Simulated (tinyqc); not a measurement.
Remanence, coercive field and barrier from the coefficients.

Question. u = al P^2 + be P^4 - E P (P in uC/cm^2, E in kV/cm, u in mJ/cm^3). Find Pr, the polarisation Pc at which dE/dP = 0, Ec and the barrier u(0) - u(Pr).

al = -81.963119 kV cm/uC
be = 0.58080441 kV cm^5/uC^3

Solution. Pr^2 = -al/(2 be), Pc^2 = -al/(6 be), Ec = -(4/3) al Pc and the barrier is al^2/(4 be).

Pr = 8.400 uC/cm^2
Pc = 4.850 uC/cm^2
Ec = 530.0 kV/cm
barrier = 2892 mJ/cm^3

Program tinyqc, `OMP_NUM_THREADS=1 python tinyqc.py 2860127 2860128 out.jsonl`; Intel Xeon 2.30GHz, shared host, one thread, about 0.09 s.
